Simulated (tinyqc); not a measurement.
Long-channel MOSFET, surface-potential model: potential, charge and velocity along the channel.

n-channel transistor on a uniformly doped p-type body, gradual-channel approximation, constant mobility, Boltzmann statistics, full ionisation. Potentials are counted from the neutral body; V is the electron quasi-Fermi potential, Vsb at the source and Vsb + Vds at the drain. Charges are magnitudes per area.

ni = sqrt(Nc Nv) exp(-Eg/(2 Vt)), Eg in volts; phiF = Vt ln(Na/ni); Cox = eps0 eox/tox; gamma = sqrt(2 q eps0 eps_r Na)/Cox. The surface potential psi at channel potential V solves Vgs + Vsb - Vfb - psi = gamma sqrt(G), G = psi - Vt + Vt exp((psi - 2 phiF - V)/Vt). Charge sheet: Qi = Cox gamma [sqrt(G) - sqrt(psi - Vt)]; I = mu (W/L) [integral of Qi dpsi from psi_0 to psi_L (drift) + Vt (Qi0 - QiL) (diffusion)], with psi_0 at V = Vsb and psi_L at V = Vsb + Vds. The current is the same at every point, so the place y where the channel potential is Vsb + v follows from y/L = I(Vds = v)/I(Vds); the mean carrier velocity is I/(W Qi).

Parameters, values chosen for the exercise; material values those of a made-up semiconductor: temperature T = 300 K; band gap Eg = 0.947 eV; relative permittivity of the semiconductor eps_r = 9.62; conduction-band density of states at T Nc = 2.14e19 cm^-3; valence-band density of states at T Nv = 2.23e19 cm^-3; acceptor density of the body Na = 1.4e16 cm^-3; relative permittivity of the gate insulator eox = 24.7; insulator thickness tox = 14 nm; flat-band voltage Vfb = -0.45 V; channel mobility mu = 660 cm^2/(V s); gate width W = 20 um; gate length L = 0.5 um; source-body reverse bias Vsb = 0.5 V; gate-source voltage Vgs = 0.43 V; drain-source voltage Vds = 0.8 V.

Constants: q = 1.602176634e-19 C, kB = 1.380649e-23 J/K, Vt = kB T/q, eps0 = 8.8541878128e-14 F/cm where lengths are in cm. Results are converted to the units shown.

Along the channel:

| v (V) | psi (V) | Qi (nC/cm^2) | y/L | velocity (cm/s) |
|---|---|---|---|---|
| 0.033 | 1.252 | 131.7 | 0.3352 | 1.336e6 |
| 0.067 | 1.274 | 96.19 | 0.5951 | 1.829e6 |
| 0.1 | 1.294 | 65.26 | 0.7729 | 2.696e6 |
| 0.134 | 1.311 | 38.48 | 0.8904 | 4.572e6 |
| 0.167 | 1.323 | 19.18 | 0.9541 | 9.174e6 |
| 0.2 | 1.330 | 7.621 | 0.9838 | 2.309e7 |
| 0.234 | 1.333 | 2.404 | 0.9952 | 7.318e7 |
| 0.267 | 1.334 | 0.7072 | 0.9986 | 2.488e8 |

Half of the listed voltage range, v = 0.134 V, is reached at y/L = 0.890. The charge falls from 132 to 0.707 nC/cm^2 over the rows, so the velocity rises by a factor of 186 to keep the current constant. The last velocity exceeds 1e7 cm/s, a usual saturation velocity, so constant mobility fails there.

Numbers from tinyqc (`OMP_NUM_THREADS=1 python tinyqc.py 2360005 2360006 out.jsonl`; about 0.04 s on one thread of a shared Intel Xeon 2.30GHz).
